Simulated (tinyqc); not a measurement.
Surface potential of a MOS transistor: implicit equation and explicit approximations: accuracy of the approximations against gate voltage.

p-type body, charge-sheet picture, depletion and inversion only, full ionisation (an idealisation for deep acceptors), Boltzmann statistics (rough once Na exp(x - xn) passes about Nc/7). In units of Vt: xg = (Vg - Vfb)/Vt, x = psi/Vt, G = gamma/sqrt(Vt), xn = (2 phiF + Vc)/Vt. The implicit equation is (xg - x)^2 = G^2 [x - 1 + exp(x - xn)] for x above about 3. Cox = eps0 eox/tox.

ni = sqrt(Nc Nv) exp(-Eg/(2 Vt)), Eg in volts; phiF = Vt ln(Na/ni); gamma = sqrt(2 q eps0 eps_r Na)/Cox; VT = Vfb + Vt (xn + G sqrt(xn - 1)). Depletion value a = 1 + [sqrt(G^2/4 + xg - 1) - G/2]^2; inversion value b = xn + ln[(xg - xn)^2/G^2 - xn + 1] and first guess y = min(a, b) - ln(1 + exp(-|a - b|)) if a > xn + 1, else b = y = a; one second-order correction with D = exp(y - xn), p = 2 (xg - y) + G^2 (1 + D), w = (xg - y)^2 - G^2 (y - 1 + D): z = y + 2 w/(p + sqrt(p^2 - 2 (2 - G^2 D) w)), or the Newton step z = y + w/p where the root is not real. N_inv = (Cox Vt G/q) [sqrt(x - 1 + exp(x - xn)) - sqrt(x - 1)] at the root. Lambert form (Cox m Vt/q) W0[(G/(2 m sqrt(xn - 1))) exp((Vg - VT)/(m Vt))], m = 1 + G/(2 sqrt(xn - 1)). Errors under 1e-4 mV, and the linear form below VT, are printed as 0.

Values chosen for this exercise; band and dielectric values close to those of 4H silicon carbide:
```
symbol,value,unit,meaning
T,350,K,temperature
Eg,3.23,eV,band gap
eps_r,9.74,,relative permittivity
Nc,2.18e19,cm^-3,conduction-band density of states at T
Nv,3.2e19,cm^-3,valence-band density of states at T
eox,3.9,,relative permittivity of the gate insulator (close to silicon dioxide)
tox,6.8,nm,insulator thickness
Na,2e17,cm^-3,acceptor density
Vfb,-0.31,V,flat-band voltage
Vc,0.2,V,channel-body voltage
```

Constants: q = 1.602176634e-19 C, kB = 1.380649e-23 J/K, Vt = kB T/q, eps0 = 8.8541878128e-14 F/cm where lengths are in cm. Results are converted to the units shown.

Results:
```
Vg (V)  psi (V)    x - xn  error of y (mV)  error of z (mV)  N_inv (cm^-2)  Cox (Vg - VT)/q (cm^-2)  Lambert form (cm^-2)
3.24     2.7820   -11.718                0                0       1.0870e5                        0                 98207
3.44     2.9579   -5.8878          9.97e-3                0       3.5864e7                        0              3.4475e7
3.64     3.1313  -0.13731             3.05         -5.13e-4      1.0930e10                        0             1.0945e10
3.84     3.2317    3.1910             20.7            -3.00      2.8518e11                6.2998e11             2.9031e11
4.04     3.2655    4.3131             15.6            -1.10      7.9798e11                1.2639e12             8.1286e11
4.24     3.2845    4.9407             11.8           -0.408      1.3642e12                1.8978e12             1.3888e12
4.64     3.3083    5.7310             8.34           -0.130      2.5468e12                3.1656e12             2.5893e12
4.84     3.3169    6.0182             7.39          -0.0883      3.1497e12                3.7995e12             3.2003e12
```

Estimate the missing row, Vg = 4.44 V.

Computed row:
```
Vg (V)  psi (V)  x - xn  error of y (mV)  error of z (mV)  N_inv (cm^-2)  Cox (Vg - VT)/q (cm^-2)  Lambert form (cm^-2)
4.44     3.2978  5.3840             9.68           -0.212      1.9503e12                2.5317e12             1.9842e12
```

With this row back in the table: psi rises from 2.78 to 3.32 V and ends 6.0 Vt above 2 phiF + Vc. Among the rows the first guess is off by at most 21 mV (at Vg = 3.84 V) and the corrected value by at most 3.0 mV. In the last row the linear form is 21 % above N_inv and the Lambert form 1.6 % above it; in the first row the Lambert form is 9.7 % below it. For Vg = 3.84, 4.04, 4.24, 4.44, 4.64, 4.84 the electron quasi-Fermi level lies less than 2 Vt below the band edge at the surface, or above it, where degeneracy and confinement, left out, matter.

tinyqc, about 0.01 s, one thread, Intel Xeon 2.30GHz (shared host): `OMP_NUM_THREADS=1 python tinyqc.py 2122160 2122161 out.jsonl`
